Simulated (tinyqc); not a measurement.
The pair band in time: hydrogenic impurity: series, fields, screening, photoionisation and donor-acceptor pairs. Computed by tinyqc, a small Python program. Command: `OMP_NUM_THREADS=1 python tinyqc.py 3028374 3028375 out.jsonl hydrogenic walk`. One thread of a shared host (Intel(R) Xeon(R) Processor @ 2.30GHz), about 0.01 s of CPU time with the checks.

One isotropic, parabolic band. Effective units: Ry* and a*, in which H = -nabla^2 - 2/r.

Inputs (values chosen for the exercise, for a model semiconductor):
```
quantity,value,unit
electron mass m,0.288,m_0
dielectric constant eps,9.88,-
donor density N,4e+18,cm^-3
gap E_g,3.69,eV
acceptor depth E_A,181,meV
rate prefactor W_0,2e+06,1/s
```

Parts treated: electric field and pairs.

Constants: Ry = 13.605693123 eV; a_0 = 0.529177210903 angstrom; h x 1 THz = 4.135667696 meV; e^2/(4 pi eps_0) = 14.39964548 eV angstrom.

Method:
- Ry* = Ry m/eps^2, a* = a_0 eps/m; level n is bound by Ry*/n^2; <r> = (3/2) a* in 1s; lines 1s -> np at Ry* (1 - 1/n^2); 1 THz = 4.135667696 meV.
- Wigner-Seitz radius r_s = (3/(4 pi N))^(1/3); Mott criterion N_c^(1/3) a* = 0.26; overlap of two 1s orbitals at distance d: S = exp(-x)(1 + x + x^2/3), x = d/a*, with d = N^(-1/3).
- No-phonon line h nu(r) = E_g - Ry* - E_A + e^2/(4 pi eps_0 eps r); rate W(r) = W_0 exp(-2 r/a*), the donor being the shallower centre; lifetime 1/W; zero field.
- At delay t after a pulse the emission comes mostly from pairs with W(r) t = 1, so r = (a*/2) ln(W_0 t).

a* = 18.1537 angstrom

Ry* = 40.1420 meV

r_s = 39.0796 angstrom

Dominant pairs:
```
delay (s),r (angstrom),Coulomb term (meV),photon energy (eV)
0.001,68.99,21.125,3.4900
0.01,89.89,16.213,3.4851
0.1,110.79,13.155,3.4820
1,131.69,11.067,3.4799
10,152.59,9.551,3.4784
100,173.49,8.401,3.4773
1000,194.39,7.497,3.4764
```

What does the comparison show, and why?

Over six decades of delay the band moves down by 13.63 meV, since close pairs, which emit at higher energy, decay first; the shift per decade shrinks from 4.91 to 0.90 meV. At the donor density N = 4e+18 cm^-3 pairs as wide as in the last rows are rare, so those rows are formal. Caution: N lies above the Mott density, where the levels of isolated donors have no meaning.
